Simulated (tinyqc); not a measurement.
Concentration-dependent dopant diffusion with charged defects and the built-in field: one step, computed by the program tinyqc.

A constant source C_s feeds a half space. The dopant moves through neutral point defects and through charged ones, whose number grows with the majority carrier density n.

Problem. Diffusivity at the surface. n = C/2 + sqrt(C^2/4 + n_i^2); D(C) = h [Dx + D1 (n/n_i)], h = 1 + C/sqrt(C^2 + 4 n_i^2).

Inputs (values chosen for the exercise, modelled on arsenic in silicon): surface concentration C_s = 1.3e+20 1/cm^3; temperature T = 1150 C.

Field enhancement: on.

n_i = 1.503713e+19 1/cm^3

partial diffusivities (cm^2/s): Dx 8.918796e-15, D1 5.895755e-14

intrinsic diffusivity D_i = 6.787635e-14 cm^2/s

Give: n/n_i; field factor h; surface diffusivity D_s; enhancement D_s/D_i.

Solution.

n/n_i = 8.759

field factor h = 1.974

surface diffusivity D_s = 1.037e-12 cm^2/s

enhancement D_s/D_i = 15.28

C_s is 8.65 times n_i: diffusion is extrinsic near the surface. At such a C_s dopants can cluster or exceed their solubility, which the model leaves out.
